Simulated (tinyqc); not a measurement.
Worked calculation: plane-wave Kohn-Sham cycle with exchange-only LDA in a layered model solid. One step of it, computed by the program tinyqc.

Problem. Iteration 1: levels at that k. Diagonalise the Hermitian matrix.

H (hartree):
```
           -2         -1         +0         +1         +2
-2   0.160776  -0.170000  -0.135000   0.000000   0.000000
-1  -0.170000  -0.098350  -0.170000  -0.135000   0.000000
+0  -0.135000  -0.170000  -0.150175  -0.170000  -0.135000
+1   0.000000  -0.135000  -0.170000   0.005301  -0.170000
+2   0.000000   0.000000  -0.135000  -0.170000   0.368077
```

Give: eigenvalues.

Solution.

eigenvalues (hartree): -0.497  -0.023  0.078  0.276  0.451
